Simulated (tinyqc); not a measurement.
From results back to parameters: deformation-potential model of the Delta valleys of a conduction band. Two cases, with inputs chosen for the exercise.

Problem. A uniaxial tension X1 along [100] acts on valleys along x, y, z, with shifts dE = Xd tr(e) + Xu a.e.a and Boltzmann shares. The ratio of the share of the y valleys to that of the x valleys is given.

s11 = (C11 + C12)/((C11 - C12)(C11 + 2 C12)), s12 = -C12/((C11 - C12)(C11 + 2 C12)), s44 = 1/C44; exx = s11 sxx + s12 (syy + szz) and cyclic, exy = s44 sxy/2; tension is positive. A uniaxial stress X along the unit vector n is s_ij = X n_i n_j.

Constants: kB = 8.617333262e-05 eV/K.

Find: splitting dE_x - dE_y; Xu.

Method. The splitting is kT ln(n_y/n_x), and it equals Xu (exx - eyy) = Xu (s11 - s12) X1; Xd drops out.

Case 1.

Values chosen (near those of Si; not measured data): C11 = 166.9 GPa; C12 = 65.6 GPa; C44 = 76.7 GPa; X1 = 1.5 GPa (size of the stress); T = 300 K (temperature).

n_y/n_x = 141.8181

Solution.

splitting dE_x - dE_y = 128.08 meV
Xu = 8.65 eV

Case 2.

Values chosen (near those of Si; not measured data): C11 = 166.6 GPa; C12 = 63.6 GPa; C44 = 79.4 GPa; X1 = 0.5 GPa (size of the stress); T = 350 K (temperature).

n_y/n_x = 4.650969

Solution.

splitting dE_x - dE_y = 46.36 meV
Xu = 9.55 eV

Computed by tinyqc, one run a case: `OMP_NUM_THREADS=1 python tinyqc.py N N+1 out.jsonl` with N = 1050825, 1050981; one thread of a shared Intel(R) Xeon(R) Processor @ 2.30GHz, about 0.01 s a run at most.
